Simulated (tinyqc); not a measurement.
One-electron ion in a basis of Gaussians, step by step. One step of it, computed by the program tinyqc.

Problem. Generalised eigenproblem. Solve H C = S C e through S^(-1/2); each column has its largest component positive (the first on a tie).

H = T + V (hartree):
```
           1          2
1  -4.370959  -4.709799
2  -4.709799  -5.232796
```

S:
```
          1         2
1  1.000000  0.952287
2  0.952287  1.000000
```

Give: eigenvalues of S; eigenvalues; coefficients.

Solution.

eigenvalues of S: 0.0477  1.9523

eigenvalues (hartree): -5.4400  -1.3619

coefficients:
```
         1        2
1  -0.7385   3.1922
2   1.6776  -2.8145
```

For Z = 4 and l = 0 the exact lowest level is -Z^2/(2 n^2) with n = l + 1: -8.000000 hartree.
